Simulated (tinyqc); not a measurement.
## Doping and voltage from widths and field

Problem. In the depletion approximation an abrupt p-n junction has a triangular field: peak E = q Nd xn/(eps0 eps_r) = q Na xp/(eps0 eps_r), W = xn + xp, and Vbi - V = E W/2. Find Nd, Na and Vbi - V.

Values chosen for this exercise:
- eps_r = 12.7 (relative permittivity)

Constants: q = 1.602176634e-19 C, eps0 = 8.8541878128e-14 F/cm where lengths are in cm. Results are converted to the units shown.

W = 1322.0911 nm
peak field = 37.756382 kV/cm
xn = 1261.8657 nm

Answer. Gauss's law on each side gives its doping from the peak field and its width; the voltage is the area of the triangle.

Nd = 2.100e15 cm^-3
Na = 4.400e16 cm^-3
Vbi - V = 2.496 V

Numbers from tinyqc (`OMP_NUM_THREADS=1 python tinyqc.py 2000008 2000009 out.jsonl`; about 0.02 s on one thread of a shared Intel Xeon 2.30GHz).
